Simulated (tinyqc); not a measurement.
Two-band model of a narrow-gap semiconductor with electrons and holes: one step, computed by the program tinyqc.

Two parabolic bands with acoustic scattering (r = -1/2, a = 0), a gap that does not change with T, and fully ionised dopants. Melting is ignored, so values above the melting point are formal, and kappa_L does not change with T. eta_n = (E_F - E_c)/(k_B T), eta_p = -eta_n - E_g/(k_B T).

Question. Both bands together. Both bands together (these totals replace the one-band zT): sigma = sigma_n + sigma_p; S = (sigma_p |S_p| - sigma_n |S_n|)/sigma; kappa_bip = (sigma_n sigma_p/sigma)(|S_n| + |S_p|)^2 T; kappa_e = (L_n sigma_n + L_p sigma_p) T; zT = S^2 sigma T/(kappa_L + kappa_e + kappa_bip); weak-field R_H = (r_p sigma_p^2/p - r_n sigma_n^2/n)/(e sigma^2), where the Hall factors r_n and r_p are <x^(3/2)> <x^(1/2)>/<s>^2.

Inputs (values chosen for the exercise, modelled on Bi2Te3): lattice thermal conductivity kappa_L = 0.79 W/(m K); temperature T = 260 K.

Doping: p-type.

Partial coefficients:

| band | sigma (S/cm) | \|S\| (microvolt/K) | L (1e-8 V^2/K^2) | density (1/cm^3) | Hall factor |
|---|---|---|---|---|---|
| electrons | 48.61117 | 462.2759 | 1.491588 | 6.413078e+17 | 1.175643 |
| holes | 49.43907 | 462.3309 | 1.491584 | 8.113078e+17 | 1.175645 |

Constants: e = 1.602176634e-19 C.

Give: conductivity sigma; Seebeck coefficient S; bipolar thermal conductivity; kappa_e; zT; Hall coefficient R_H.

Answer.

conductivity sigma = 98.1 S/cm

Seebeck coefficient S = 3.93 microvolt/K

bipolar thermal conductivity = 0.545 W/(m K)

kappa_e = 0.0380 W/(m K)

zT = 2.87e-05

Hall coefficient R_H = -0.513 cm^3/C

The minority band lowers |S| from 462 to 4 microvolt/K, and bipolar flow adds 40 % of the thermal conductivity. S and R_H have opposite signs, because R_H weights each carrier by mu^2 and S by mu times the partial |S| of its band.
